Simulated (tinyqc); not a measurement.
# Mass and degeneracy from charge and saturation current

Question. At high drain voltage only states moving towards the drain are filled: n = (N0/2) F_0(eta), N0 = gv m kB T/(pi hbar^2), F_0(x) = ln(1 + exp x), and I = q (N0/2) vT F_(1/2)(eta) per width, vT = sqrt(2 kB T/(pi m)), F_(1/2)(x) = (2/sqrt(pi)) int_0^infinity u^(1/2)/(1 + exp(u - x)) du. Find eta and m.

Inputs (values chosen for the exercise): temperature T = 300 K; valley degeneracy gv = 1.

Constants: q = 1.602176634e-19 C, kB = 1.380649e-23 J/K, hbar = 1.054571817e-34 J s, m0 = 9.1093837015e-31 kg. Results are converted to the units shown.

n = 4.8327796e11 cm^-2
I = 341.44624 uA/um

Solution. The mass drops out of I^2/(q^2 n) = gv (kB T)^2 F_(1/2)^2/(pi^2 hbar^2 F_0), which rises with eta and so fixes it; n then gives m.

eta = 2.820
m = 0.03110 m0

Numbers from tinyqc (`OMP_NUM_THREADS=1 python tinyqc.py 2400170 2400171 out.jsonl`; about 0.01 s on one thread of a shared Intel Xeon 2.30GHz).
